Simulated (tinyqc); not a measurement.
Inside a calculation. Model: n-type polysilicon, carrier trapping at grain boundaries.

tinyqc, about 0.01 s, one thread, Intel Xeon 2.30GHz (shared host): `OMP_NUM_THREADS=1 python tinyqc.py 2830141 2830142 out.jsonl` Printed values are rounded.

One-dimensional grains of size Lg, uniform ionised doping N, monovalent traps Qt at each boundary at a depth Et below (for electrons) or above (for holes) the band edge there, abrupt depletion of width W on each side of a boundary, Boltzmann statistics. xi is the distance from the band edge at the grain centre to the Fermi level. Trapped charge Qt/(1 + exp((xi + VB - Et)/Vt)) = 2 N W, barrier VB = q N W^2/(2 eps0 eps_r).

Parameters, values chosen for the exercise; values of the order met in polycrystalline silicon: temperature T = 300 K; relative permittivity eps_r = 11.7; conduction-band density of states at T NB = 2.8e19 cm^-3; grain size Lg = 42 nm; trap density of a grain boundary Qt = 3.4e12 cm^-2; depth of the trap level from the majority band edge at the boundary Et = 0.42 eV; mass for thermionic emission ms = 0.6 m0; correction factor of the emission rate fe = 0.25; mobility inside the grains mug = 96 cm^2/(V s); doping N = 4.7e18 cm^-3.

Constants: q = 1.602176634e-19 C, kB = 1.380649e-23 J/K, m0 = 9.1093837015e-31 kg, Vt = kB T/q, eps0 = 8.8541878128e-14 F/cm where lengths are in cm. Results are converted to the units shown.

## Starting value

W = 2.9 nm.

W at the start = 2.9 nm

## Iteration 1: new W

Partly depleted grain, xi = Vt ln(NB/N): f = 1/(1 + exp((xi + VB - Et)/Vt)), g = Qt f - 2 N W, g' = -2 Qt f (1 - f) VB/(W Vt) - 2 N, W(new) = W - g/g'.

VB = 0.03056607 V
f = 0.9999983
g = 6.739942e11 cm^-2
g' = -9.400047e11 cm^-2/nm
W after iteration 1 = 3.617011 nm

## Iteration 2: new W

As before.

VB = 0.04754922 V
f = 0.9999967
g = -2.000621e6 cm^-2
g' = -9.400114e11 cm^-2/nm
W after iteration 2 = 3.617009 nm

## Course of the iteration

Stop when the step is below 1e-10 nm, or after 40 iterations.

Course of the iteration:
```
iteration	W before the step (nm)	step (nm)
1	2.9	0.717
2	3.617011	-2.13e-6
3	3.617009	< 1e-13
```

Converged in 3 iterations.

## Depletion width, Fermi level and barrier

If the trap equation with xi = Vt ln(NB/N) has a root W < Lg/2, the grain is partly depleted; otherwise W = Lg/2 and the trap equation gives xi = Et - VB + Vt ln(Qt/(N Lg) - 1). N* = Qt/Lg.

N* = 8.095238e17 cm^-3
W = 3.617009 nm
xi = 0.04613656 V
VB = 0.04754917 V
share of traps filled = 0.9999967

N is 5.81 N*, and the grain is partly depleted; VB = 1.84 Vt.

## Resistivity and effective mobility

n0 = NB exp(-xi/Vt); mean density n0 (1 - 2 W/Lg) by charge balance in a partly depleted grain, and n0 (sqrt(pi)/2) erf(u)/u with u = sqrt(VB/Vt) in a fully depleted one; v = sqrt(kB T/(2 pi ms m0)); barrier resistivity Vt exp(VB/Vt)/(q fe n0 v Lg); grain resistivity (1 - 2 W/Lg)/(q n0 mug); effective mobility 1/(q mean density total resistivity).

n0 = 4.7e18 cm^-3
mean density = 3.890479e18 cm^-3
v = 3.472899e6 cm/s
barrier resistivity = 0.05923730 ohm cm
grain resistivity = 0.01145053 ohm cm
resistivity = 0.07068783 ohm cm
effective mobility = 22.69561 cm^2/(V s)

The resistivity is 5.11 times that of a single crystal with the same N and mobility mug, and the mean density is 82.8 % of N.
